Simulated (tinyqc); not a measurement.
# From one set of inputs to another, one input at a time

Model: pair-potential crystal by lattice sums. Computed by tinyqc, a small Python program. Command: `OMP_NUM_THREADS=1 python tinyqc.py 3021625 3021626 out.jsonl pairsum ladder`. One thread of a shared host (Intel(R) Xeon(R) Processor @ 2.30GHz), about 0.04 s of CPU time with the checks.

Energy per atom E = (1/2) sum over neighbours of phi(r); d is the nearest-neighbour distance.

The inputs printed are set A. Inputs not listed in the table keep their values of set A, so the rows need not describe a real material.

Inputs (values chosen for the exercise, for model atoms):
```
quantity,value,unit
well depth eps,0.725,eV
pair minimum r0,3.66,angstrom
cut-off r_c/r0,2.18,-
stiffness alpha r0,4.4,-
```

Potential: Morse. Structure: sc.

Constants: 1 eV/angstrom^3 = 160.2176634 GPa.

Method:
- phi0(r) = eps [exp(-2 alpha (r - r0)) - 2 exp(-alpha (r - r0))]; shifted-force cut-off: phi(r) = phi0(r) - phi0(r_c) - (r - r_c) phi0'(r_c) for r < r_c, zero beyond.
- Shells (distance in units of d, count): fcc 1.0000 (12), 1.4142 (6), 1.7321 (24), 2.0000 (12), 2.2361 (24), 2.4495 (8), 2.6458 (48), 2.8284 (6), 3.0000 (36), 3.1623 (24); hcp 1.0000 (12), 1.4142 (6), 1.6330 (2), 1.7321 (18), 1.9149 (12), 2.0000 (6), 2.2361 (12), 2.3805 (12), 2.4495 (6), 2.5166 (6), 2.5820 (12), 2.6458 (24), 2.7080 (6), 2.8868 (12), 3.0000 (12), 3.1091 (24), 3.1623 (12); bcc 1.0000 (8), 1.1547 (6), 1.6330 (12), 1.9149 (24), 2.0000 (8), 2.3094 (6), 2.5166 (24), 2.5820 (24), 2.8284 (24), 3.0000 (32); sc 1.0000 (6), 1.4142 (12), 1.7321 (8), 2.0000 (6), 2.2361 (24), 2.4495 (24), 2.8284 (12), 3.0000 (30), 3.1623 (24); diamond 1.0000 (4), 1.6330 (12), 1.9149 (12), 2.3094 (6), 2.5166 (12), 2.8284 (24), 3.0000 (16). Volumes per atom in d^3: fcc 0.70711, hcp 0.70711, bcc 0.76980, sc 1.00000, diamond 1.53960; hcp has the ideal c/a. Every shell inside the cut-off is summed.
- Equilibrium: dE/dd = 0 at the lowest minimum with d between 0.78 r0 and 1.45 r0; B = d^2 E''(d)/(9 Omega).
- Unrelaxed vacancy: removing an atom breaks its bonds (2|E|) and placing it on the surface returns |E|, so E_v = |E|.
- At zero stress C_ijkl = (1/(2 Omega)) sum (phi'' - phi'/r) R_i R_j R_k R_l / r^2 over all neighbours, on cube axes; so C44 = C12 (Cauchy relation). C' = (C11 - C12)/2.

Each row keeps all changes above it:
```
input moved,from,to,equilibrium distance d (angstrom),energy per atom (eV),C11 (GPa)
set A,-,-,3.300,-3.787,276.2
cut-off r_c/r0,2.18,2.64,3.253,-4.441,321.6
pair minimum r0 (angstrom),3.66,3.45,3.066,-4.441,384.0
stiffness alpha r0,4.4,7.5,3.390,-2.623,440.3
well depth eps (eV),0.725,0.478,3.390,-1.729,290.3
```

Which inputs carry the difference?

Equilibrium distance d goes from 3.30 to 3.39, a factor 1.027 in all. The largest single move comes from stiffness alpha r0 (a factor 1.11), and pair minimum r0 works against it (a factor 0.943). Energy per atom goes from -3.79 to -1.73, +2.06 in all. The largest single move comes from stiffness alpha r0 (+1.82), and cut-off r_c/r0 works against it (-0.653). C11 goes from 276 to 290, a factor 1.05 in all. The largest single move comes from well depth eps (a factor 0.659), but it runs against the net change; the largest move in the direction of the net change is pair minimum r0 (a factor 1.19). The single moves hold for this order of the switches; the total does not depend on the order.

Extremes, crossings and ranges named in words are read from the listed rows.
